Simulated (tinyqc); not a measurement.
Special k points of the fcc lattice, step by step. Values are carried at full precision from step to step, so a last printed digit may differ when a step is redone from the rounded ones.

Lattice vectors in units of a: a1 = (0, 1/2, 1/2), a2 = (1/2, 0, 1/2), a3 = (1/2, 1/2, 0); reciprocal vectors b_i with a_i . b_j = 2 pi delta_ij. Mesh: k = sum_i f_i b_i with f_i = (2 j_i + shift)/(2 N), j_i = 0 .. N-1. The point group of the lattice has 48 operations; only those that map the mesh onto itself are used.

Values chosen for the exercise (the lattice of Si, GaAs, Cu and Al; shifted at random, so the results belong to these values and not to a real crystal):
```
symbol  value  unit  meaning
N       5            points along each reciprocal vector
shift   0            half steps
D       2.63   eV    half gap term
t       0.37   eV    coupling
e0      1.27   eV    offset
```

## Irreducible points and weights

Join points that an operation carries into one another (modulo reciprocal vectors); list each class by its first point in the order of (j1, j2, ...).

Irreducible points:
```
f1          f2      f3  weight
0.0000  0.0000  0.0000       1
0.0000  0.0000  0.2000       8
0.0000  0.0000  0.4000       8
0.0000  0.2000  0.2000       6
0.0000  0.2000  0.4000      24
0.0000  0.2000  0.6000      24
0.0000  0.2000  0.8000      12
0.0000  0.4000  0.4000       6
0.0000  0.4000  0.6000      12
0.2000  0.4000  0.6000      24
```

operations that keep the mesh = 48
irreducible points = 10

The weights add up to 125 = N^3; symmetry saves a factor 12.5.

## Which stars the mesh integrates

A_m(k) = sum over the m-th star of lattice vectors R of cos(k . R), stars in order of length: m = 1: |R|^2 = 0.5, 12 vectors, such as (1, 0, 0) in the basis a_i; m = 2: |R|^2 = 1, 6 vectors, such as (1, 1, -1) in the basis a_i; m = 3: |R|^2 = 1.5, 24 vectors, such as (2, 0, -1) in the basis a_i; m = 4: |R|^2 = 2, 12 vectors, such as (2, 0, 0) in the basis a_i; m = 5: |R|^2 = 2.5, 24 vectors, such as (2, 1, -1) in the basis a_i; m = 6: |R|^2 = 3, 8 vectors, such as (3, -1, -1) in the basis a_i. The zone mean of every A_m is zero.

Lattice vectors in units of a: a1 = (0, 1/2, 1/2), a2 = (1/2, 0, 1/2), a3 = (1/2, 1/2, 0); f are fractions of the reciprocal vectors. Evaluate the first six A_m at each irreducible point (k . R = 2 pi sum f_i n_i) and form the weighted means.

A_m at the points:
```
       m=1     m=2      m=3     m=4     m=5     m=6
1   12.000   6.000   24.000  12.000  24.000   8.000
2    7.854   1.854    4.854   1.146  -6.000   0.236
3    1.146  -4.854   -1.854   7.854  -6.000  -4.236
4    6.472   2.382   -1.528  -2.472   4.000  -6.472
5    0.618  -0.382   -5.472  -1.618   4.000  -0.618
6   -1.618  -2.618    3.472   0.618   4.000   1.618
7    2.854  -1.236   -3.236  -3.854  -6.000   5.236
8   -2.472   4.618  -10.472   6.472   4.000   2.472
9   -3.854   3.236    1.236   2.854  -6.000   0.764
10  -3.000   1.000    4.000  -3.000  -1.000  -2.000
```

weighted means: m=1 0.000, m=2 0.000, m=3 0.000, m=4 0.000, m=5 0.000, m=6 0.000

All six means vanish: the mesh is exact for functions whose Fourier series ends within these stars.

## A zone average from the irreducible points

Test function, the lower band of a two-band insulator: E(k) = -sqrt(D^2 + (e0 - t A_1(k))^2).

Lattice vectors in units of a: a1 = (0, 1/2, 1/2), a2 = (1/2, 0, 1/2), a3 = (1/2, 1/2, 0). Evaluate E at each point and take the weighted mean; the reference uses the unshifted mesh with N = 24.

E at the points (eV): -4.1190  -3.0973  -2.7627  -2.8604  -2.8287  -3.2263  -2.6387  -3.4190  -3.7664  -3.5470

weighted mean = -3.1679 eV
reference mean = -3.1677 eV

The error is -0.18 meV with 10 points.

## Checks

- Weighted mean over irreducible points against the plain mean over the whole mesh (eV): both -3.167863.
- Reference mean against a mesh of N = 30 (eV): both -3.1677.

Computed by tinyqc, a small Python program: `OMP_NUM_THREADS=1 python tinyqc.py 1680632 1680633 out.jsonl` (the numbers bound the seed that draws the inputs); one thread of a shared host (Intel(R) Xeon(R) Processor @ 2.30GHz), about 0.1 s for the whole set of steps.
